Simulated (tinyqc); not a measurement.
In-plane mass from two subband densities.

Inverse problem. At zero temperature each occupied subband holds N_k = D (EF - E_k), D = 2 md m0 q/(pi hbar^2) per eV (two valleys). Two subbands are occupied. Find md, EF - E1 and EF - E2.

Constants: q = 1.602176634e-19 C, hbar = 1.054571817e-34 J s, m0 = 9.1093837015e-31 kg. Results are converted to the units shown.

N1, N2 (cm^-2): 2.0047788e12  1.3e11
E2 - E1 = 12 meV

Answer. N1 - N2 = D (E2 - E1) gives D and so md; each N_k/D is a distance to EF.

md = 0.1870 m0
EF - E1 = 12.83 meV
EF - E2 = 0.8321 meV

tinyqc, about 0.2 s, one thread, Intel Xeon 2.30GHz (shared host): `OMP_NUM_THREADS=1 python tinyqc.py 2140136 2140137 out.jsonl`
